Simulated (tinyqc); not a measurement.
# FinFET, parasitic resistance, capacitance and delay: several studies

Nf fins under one contact; each has gated perimeter p = 2 Hf + Wf and cross-section A = Hf Wf; contact width Wc = Nf pf, stack height Hs = Hf. Contact length Lc = CPP - Lg - 2 Lsp, shared by two neighbouring gates. Source and drain sides are equal. The formulas are first-order estimates, not field solutions.

Inputs (values chosen for the exercise); values close to those of silicon logic devices:

| symbol | value | unit | meaning |
|---|---|---|---|
| T | 300 | K | temperature |
| Nf | 2 |  | number of fins |
| Hf | 60 | nm | fin height |
| Wf | 8 | nm | fin width |
| pf | 27 | nm | fin pitch |
| CPP | 60 | nm | contacted gate pitch |
| Lg | 18 | nm | gate length |
| Lsp | 8 | nm | spacer length |
| ks | 3.3 |  | relative permittivity of the spacer |
| Hc | 20 | nm | gate height above the channel stack |
| rc | 2.5e-9 | ohm cm^2 | contact resistivity |
| re | 0.0007 | ohm cm | resistivity of the source-drain epitaxy |
| te | 20 | nm | current-carrying depth of the epitaxy |
| rx | 0.00048 | ohm cm | resistivity of the extension |
| Lov | 1 | nm | gate overlap |
| Cinv | 3 | uF/cm^2 | inversion capacitance |
| vx | 1.5e7 | cm/s | injection velocity |
| mu | 220 | cm^2/(V s) | apparent mobility |
| VT | 0.29 | V | threshold at zero drain voltage |
| dl | 0.03 | V/V | barrier lowering |
| n | 1.25 |  | subthreshold factor |
| Cw | 0.11 | fF | wire load |
| Vdd | 0.75 | V | supply voltage |

Constants: q = 1.602176634e-19 C, kB = 1.380649e-23 J/K, eps0 = 8.8541878128e-12 F/m, Vt = kB T/q. Results are converted to the units shown.

Each table varies one quantity; the others keep the values above.

## Effect of the contacted gate pitch

Epitaxy sheet resistance Rsh = re/te, transfer length LT = sqrt(rc/Rsh), contact Rc = [sqrt(rc Rsh)/Wc] coth(Lc/(2 LT)); extension of one fin Rx = rx Lsp/A. With N fins: gate Cg = Cinv p N Lg; per side, plate Cp = ks eps0 [Wc (Hs + Hc) - N A]/Lsp, top fringe Cf = (2/pi) ks eps0 Wc ln(1 + Lg/(2 Lsp)), overlap Co = Cinv p N Lov. One fin: I = p Q vx u/(1 + |u|^1.8)^(1/1.8), Q = Cinv n Vt ln(1 + exp((Vg' - VT + dl Vd')/(n Vt))), u = Vd' mu/(vx Lg), Vg' = Vgs - v, Vd' = Vds - 2 v, with the drop on each side v = Rc (sum of I) + Rx I. Ieff = [I(Vgs = Vdd, Vds = Vdd/2) + I(Vdd/2, Vdd)]/2, total currents. With Cs = Cp + Cf + Co, the load of an inverter of two such devices driving an equal one is CL = 2 (Cg + 2 Cs) + 4 Cs + Cw (own drains counted twice for the Miller effect); delay CL Vdd/(2 Ieff).

The same in every row: Rx/N (ohm) = 40.00; CL (aF) = 552.2.

Results:
```
CPP (nm)	Rc (ohm)	Ieff (uA)	delay (ps)
42	1166	93.45	2.216
54	484.4	163.5	1.267
60	383.8	182.8	1.133
66	323.1	196.3	1.055
72	283.4	206.0	1.005
78	256.0	213.1	0.9715
```

Estimate the missing row, CPP = 48 nm.

Computed row:
```
CPP (nm)	Rc (ohm)	Ieff (uA)	delay (ps)
48	676.4	135.2	1.532
```

With this row back in the table: As CPP goes from 42 to 78 nm, Ieff rises from 93.5 to 213 uA, CL stays at 552 aF and the delay falls from 2.22 to 0.971 ps. Only the contact length changes, so the capacitance stays and the pitch acts through Rc.

## Effect of the contact resistivity

Same model as above.

The same in every row: Rx/N (ohm) = 40.00; CL (aF) = 552.2.

Effect of the contact resistivity:
```
rc (ohm cm^2)	Rc (ohm)	Ieff (uA)	delay (ps)
1e-10	35.18	283.6	0.7301
2.1e-10	53.83	276.6	0.7486
4.5e-10	90.00	263.6	0.7854
9.7e-10	165.2	239.1	0.8661
2.1e-9	326.7	195.5	1.059
4.4e-9	654.6	137.9	1.501
9.4e-9	1367	83.03	2.494
2e-8	2877	45.82	4.519
```

Read the table: what changes, and by how much?

As rc goes from 1e-10 to 2e-8 ohm cm^2, Ieff falls from 284 to 45.8 uA, CL stays at 552 aF and the delay rises from 0.730 to 4.52 ps. Rc goes as rc^(0.57) at the start and rc^(0.99) at the end (1/2 for a long contact, 1 for a short one). For rc = 1e-10 to 2.1e-10 ohm cm^2 rc lies near or below the quantum limit of metal-silicon contacts.

## Effect of the wire load

Same model as above.

The same in every row: Rc (ohm) = 383.8; Rx/N (ohm) = 40.00; Ieff (uA) = 182.8.

Effect of the wire load:
```
Cw (fF)	CL (aF)	delay (ps)
0.02	462.2	0.9480
0.043	485.2	0.9952
0.093	535.2	1.098
0.2	642.2	1.317
0.43	872.2	1.789
0.93	1372	2.815
2	2442	5.010
```

What does the comparison show?

As Cw goes from 0.02 to 2 fF, Ieff stays at 183 uA, CL rises from 462 to 2440 aF and the delay rises from 0.948 to 5.01 ps.

Numbers from tinyqc (`OMP_NUM_THREADS=1 python tinyqc.py 2170091 2170092 out.jsonl`; about 0.04 s on one thread of a shared Intel Xeon 2.30GHz).
